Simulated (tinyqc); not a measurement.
# Circuit elements from the admittance matrix

Problem. Y belongs to a common-source circuit with y11 = i w (Cgs + Cgd), y12 = -i w Cgd, y21 = gm - i w Cgd, y22 = gds + i w (Cgd + Cd) and a resistance Rg in series with the gate; w = 2 pi f. Find Rg, Cgs + Cgd, Cgd, gm, gds and Cd.

Parameters, values chosen for the exercise:
- f = 1 GHz (signal frequency)

Y with Rg (mS):
```
,1,2
1,0.000585273+0.313569124i,-0.000036355-0.019477807i
2,1.644716596-0.022547721i,0.021384477+0.070562363i
```

Answer. 1/Y11 = Rg + 1/(i w (Cgs + Cgd)) gives Rg; removing it from Z11 returns the inner y, whose parts are read off.

Rg = 5.95 ohm
Cgs + Cgd = 49.9 fF
Cgd = 3.10 fF
gm = 1.64 mS
gds = 0.0214 mS
Cd = 8.10 fF

Program tinyqc, `OMP_NUM_THREADS=1 python tinyqc.py 2150048 2150049 out.jsonl`; Intel Xeon 2.30GHz, shared host, one thread, about 0.01 s.
